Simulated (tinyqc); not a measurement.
Worked calculation: plane-wave Kohn-Sham cycle with exchange-only LDA in a layered model solid. Computed by tinyqc, a small Python program that keeps every step. Settings: points = 16, plane-wave index or count = 2, electrons = 2, k points = 3, area = 36.0, mixing = 0.8, iteration cap = 57, Kerker q0 = 0.67. Command: `OMP_NUM_THREADS=1 python tinyqc.py 20964 20965 out.jsonl` (the two numbers bound the seeds that draw the settings). One thread of a shared host (Intel(R) Xeon(R) Processor @ 2.60GHz), about 0.02 s of CPU time with the checks. Later iterations appear only in the table of the cycle.

## Iteration 1: potential

A solid whose potential varies along x alone (atomic units):
```
parameter,value
period a,11.100000
cross-section of the cell,36.000000
electrons per cell,2
grid points,16
"plane waves -n..n, n",2
k points,3
V1 in V1 cos(2 pi x/a),-0.630000
V2 in V2 cos(4 pi x/a),-0.050000
```

density at the start, on the grid x_j = j a/N (e/bohr^3): 0.00500501  0.00500501  0.00500501  0.00500501  0.00500501  0.00500501  0.00500501  0.00500501  0.00500501  0.00500501  0.00500501  0.00500501  0.00500501  0.00500501  0.00500501  0.00500501

V_H(G) = 4 pi rho(G)/G^2 for G != 0 (uniform background); v_x = -(3 rho/pi)^(1/3); V = V_ext + V_H + v_x; Fourier components f(G_m) = (1/N) sum_j f(x_j) exp(-i G_m x_j).

Potentials on the grid (hartree):
```
x,V_ext,V_H,v_x,V
0.000000,-0.680000,0.000000,-0.168445,-0.848445
0.693750,-0.617399,0.000000,-0.168445,-0.785845
1.387500,-0.445477,0.000000,-0.168445,-0.613922
2.081250,-0.205735,0.000000,-0.168445,-0.374180
2.775000,0.050000,0.000000,-0.168445,-0.118445
3.468750,0.276446,0.000000,-0.168445,0.108001
4.162500,0.445477,0.000000,-0.168445,0.277032
4.856250,0.546689,0.000000,-0.168445,0.378244
5.550000,0.580000,0.000000,-0.168445,0.411555
6.243750,0.546689,0.000000,-0.168445,0.378244
6.937500,0.445477,0.000000,-0.168445,0.277032
7.631250,0.276446,0.000000,-0.168445,0.108001
8.325000,0.050000,0.000000,-0.168445,-0.118445
9.018750,-0.205735,0.000000,-0.168445,-0.374180
9.712500,-0.445477,0.000000,-0.168445,-0.613922
10.406250,-0.617399,0.000000,-0.168445,-0.785845
```

V(G_m), m = 0, 1, 2, ... (hartree): -0.168445  -0.315000  -0.025000  0.000000  0.000000

## Iteration 1: Hamiltonian at one k

k = 0.000000 2 pi / a

H(m,m') = (k + G_m)^2/2 delta + V(G_m - G_m'), with V(-G) = V(G).

H (hartree):
```
,-2,-1,+0,+1,+2
-2,0.472386,-0.315000,-0.025000,0.000000,0.000000
-1,-0.315000,-0.008237,-0.315000,-0.025000,0.000000
+0,-0.025000,-0.315000,-0.168445,-0.315000,-0.025000
+1,0.000000,-0.025000,-0.315000,-0.008237,-0.315000
+2,0.000000,0.000000,-0.025000,-0.315000,0.472386
```

## Iteration 1: levels at that k

Diagonalise the Hermitian matrix.

eigenvalues (hartree): -0.603879  -0.144171  0.209958  0.633320  0.664624

## Iteration 1: new density

Motion across x is left out: the lowest 1 band(s) hold two electrons at each of the k points (j + 1/2)/nk - 1/2. Residual R = rho(out) - rho(in); rho(new) = rho(in) + 0.8 R, with R(G) scaled by G^2/(G^2 + 0.67^2) (Kerker). rho(out) = 2/(a A nk) sum |psi|^2 with psi = sum c exp(i G x). Harris energy E = band energy - dV sum rho (V_H/2 + v_x) + (3/4) dV sum rho v_x with rho(in), dV = a A/N, band energy = (2/nk) sum of the filled levels.

rho(out) (e/bohr^3): 0.01926782  0.01622998  0.00953565  0.00368918  0.00083554  0.00009238  0.00000494  0.00000847  0.00001997  0.00000847  0.00000494  0.00009238  0.00083554  0.00368918  0.00953565  0.01622998

density after iteration 1 (e/bohr^3): 0.01151158  0.00975078  0.00605396  0.00328065  0.00256826  0.00303911  0.00361075  0.00394948  0.00406254  0.00394948  0.00361075  0.00303911  0.00256826  0.00328065  0.00605396  0.00975078

energy per cell = -1.12097201 hartree

## Iteration 2: potential

As before.

Potentials on the grid (hartree):
```
x,V_ext,V_H,v_x,V
0.000000,-0.680000,0.137272,-0.222349,-0.765077
0.693750,-0.617399,0.118531,-0.210380,-0.709248
1.387500,-0.445477,0.072099,-0.179475,-0.552853
2.081250,-0.205735,0.018803,-0.146322,-0.333254
2.775000,0.050000,-0.025161,-0.134856,-0.110017
3.468750,0.276446,-0.054985,-0.142639,0.078821
4.162500,0.445477,-0.072946,-0.151074,0.221458
4.856250,0.546689,-0.082349,-0.155658,0.308682
5.550000,0.580000,-0.085257,-0.157129,0.337614
6.243750,0.546689,-0.082349,-0.155658,0.308682
6.937500,0.445477,-0.072946,-0.151074,0.221458
7.631250,0.276446,-0.054985,-0.142639,0.078821
8.325000,0.050000,-0.025161,-0.134856,-0.110017
9.018750,-0.205735,0.018803,-0.146322,-0.333254
9.712500,-0.445477,0.072099,-0.179475,-0.552853
10.406250,-0.617399,0.118531,-0.210380,-0.709248
```

V(G_m), m = 0, 1, 2, ... (hartree): -0.163768  -0.274626  -0.025881  -0.001583  0.000956

## Iteration 2: Hamiltonian at one k

k = 0.000000 2 pi / a

As before.

H (hartree):
```
,-2,-1,+0,+1,+2
-2,0.477064,-0.274626,-0.025881,-0.001583,0.000956
-1,-0.274626,-0.003560,-0.274626,-0.025881,-0.001583
+0,-0.025881,-0.274626,-0.163768,-0.274626,-0.025881
+1,-0.001583,-0.025881,-0.274626,-0.003560,-0.274626
+2,0.000956,-0.001583,-0.025881,-0.274626,0.477064
```

## Iteration 2: levels at that k

As before.

eigenvalues (hartree): -0.534445  -0.105797  0.195262  0.604226  0.623994

## Iteration 2: new density

As before.

rho(out) (e/bohr^3): 0.01892440  0.01602261  0.00958177  0.00385651  0.00095409  0.00012994  0.00001148  0.00001095  0.00002097  0.00001095  0.00001148  0.00012994  0.00095409  0.00385651  0.00958177  0.01602261

density after iteration 2 (e/bohr^3): 0.01454711  0.01219026  0.00712775  0.00305598  0.00161700  0.00188133  0.00248439  0.00289244  0.00303464  0.00289244  0.00248439  0.00188133  0.00161700  0.00305598  0.00712775  0.01219026

energy per cell = -1.01357556 hartree

## Convergence

Stop when sqrt(dV sum R^2) is below 1e-8, dV = a A/N.

Course of the cycle:
```
iteration,E (hartree),norm of the residual
1,-1.12097201,1.33e-01
2,-1.01357556,7.97e-02
3,-0.96684334,5.04e-02
4,-0.94837166,3.25e-02
5,-0.94145888,2.11e-02
6,-0.93906109,1.37e-02
7,-0.93833728,8.93e-03
8,-0.93818723,5.80e-03
9,-0.93820639,3.77e-03
10,-0.93825758,2.45e-03
11,-0.93830129,1.60e-03
...,...,...
30,-0.93836902,5.54e-07
31,-0.93836902,3.65e-07
32,-0.93836902,2.41e-07
33,-0.93836902,1.59e-07
34,-0.93836902,1.05e-07
35,-0.93836902,6.90e-08
36,-0.93836902,4.55e-08
37,-0.93836902,3.00e-08
38,-0.93836902,1.98e-08
39,-0.93836902,1.30e-08
40,-0.93836902,8.59e-09
```

Converged in 40 iterations. Before convergence this energy mixes input and output and is not variational, so it may rise towards its limit.
